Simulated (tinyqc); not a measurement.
The three schemes as the step is halved: finite-difference solution of the diffusion equation on a small grid. Computed by tinyqc, a small Python program. Command: `OMP_NUM_THREADS=1 python tinyqc.py 3021968 3021969 out.jsonl fdiff walk`. One thread of a shared host (Intel(R) Xeon(R) Processor @ 2.30GHz), about 0.01 s of CPU time with the checks.

dC/dt = D d2C/dx2 on nodes x_j = j dx, j = 0..7; the far end is sealed.

Inputs (values chosen for the exercise):
```
quantity           value              unit
diffusivity D        1.4            nm^2/s
grid spacing dx       20                nm
time step dt          92                 s
final time t_f       736                 s
surface value C_s     24  % of a reference
```

Boundary at x = 0: fixed surface value. Scheme: explicit.

start values C_j, j = 0, 1, ... (% of a reference): 0  0  0  0  0  0  0  0

Method:
- The operator M acts as (M C)_j = C_(j-1) - 2 C_j + C_(j+1); at the sealed far end a mirror node gives 2 C_(N-2) - 2 C_(N-1); at j = 0, C_0 is held at C_s from the start (row of zeros).
- r = D dt/dx^2.
- The mode of M with eigenvalue mu has its amplitude multiplied per step by g = (1 + (1 - theta) r mu)/(1 - theta r mu), with theta = 0 explicit, 1 implicit, 1/2 Crank-Nicolson; the explicit scheme is stable for r up to 2/|mu_min|.
- With r = D dt/dx^2: (1 - theta r M) C(new) = (1 + (1 - theta) r M) C(old); theta = 0 explicit, 1 implicit, 1/2 Crank-Nicolson.
- Each run reaches t_f in n equal steps; errors are the largest difference from exp(M D t_f/dx^2) C(0). A dash marks unstable explicit runs.

largest stable r of the explicit scheme = 0.506348

Largest error at t_f (%):
```
steps n        r  explicit  implicit  Crank-Nicolson
4        0.64400         -   0.71985      6.3319e-02
8        0.32200   0.38788   0.35797      1.6360e-02
16       0.16100   0.19139   0.18362      4.1218e-03
32       0.08050   0.09487   0.09291      1.0324e-03
64       0.04025   0.04721   0.04672      2.5822e-04
128      0.02013   0.02354   0.02342      6.4563e-05
256      0.01006   0.01176   0.01173      1.6141e-05
```

What follows from these numbers?

From the last two rows, halving the step divides the error by 2.00 (explicit), 2.00 (implicit), 4.00 (Crank-Nicolson): a factor 2 marks first order in dt and 4 second order. The explicit scheme needs n of at least 6 to be stable; the other two are stable at any step.

Extremes, crossings and ranges named in words are read from the listed rows.
